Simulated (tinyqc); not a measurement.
Tunnelling through a gate dielectric with the two-band (Franz) dispersion, WKB transmission and Tsu-Esaki current: one step of the calculation.

Electrons leave the emitter at x = 0. Energies E (motion across the layers) are in eV from the emitter Fermi level; the collector Fermi level lies at -V and offers states at every E. No charge in the dielectric and no image force: F1 = V/t1, U = phi1 - F1 x. With C = hbar^2/(2 m0), kappa = sqrt(m u (1 - u/Egx)/C), u = U - E where U > E and 0 elsewhere; T(E) = exp(-S), S = 2 times the integral of kappa over x.

Problem. WKB exponent in closed form. Each layer adds (2/F) sqrt(m/C) [G(u at its left edge) - G(u at its right edge)] to S, with u = U - E (0 where negative) and G(u) = Egx^1.5 (th - sin(4 th)/4)/4, th = arcsin sqrt(u/Egx). The slope follows from 1/d = -dS/dE.

Parameters, values chosen for the exercise; dielectric values close to those of hafnium oxide:
- phi1 = 1.56 eV (barrier of layer 1 above the emitter Fermi level at zero bias)
- m1 = 0.2 m0 (tunnelling mass of layer 1)
- t1 = 4.6 nm (thickness of layer 1)
- Egx = 6.8 eV (gap parameter of the two-band dispersion, set freely)
- V = 1.8 V (voltage across the dielectric)
- E = 0.15 eV (energy of the electron followed)

Constants: q = 1.602176634e-19 C, hbar = 1.054571817e-34 J s, m0 = 9.1093837015e-31 kg, hbar^2/(2 m0) = 0.0380998212 eV nm^2. Results are converted to the units shown.

Find: S; T(E); energy d over which T(E) grows by a factor e.

Solution.

S = 12.23
T(E) = 4.906e-6
energy d over which T(E) grows by a factor e = 0.08078 eV

The midpoint rule gives S = 11.918, so its T(E) is 36 % above this value. The band edge of layer 1 drops below E inside the layer: the barrier there is triangular (the Fowler-Nordheim case).

Program tinyqc, `OMP_NUM_THREADS=1 python tinyqc.py 2540092 2540093 out.jsonl`; Intel Xeon 2.30GHz, shared host, one thread, about 0.03 s.
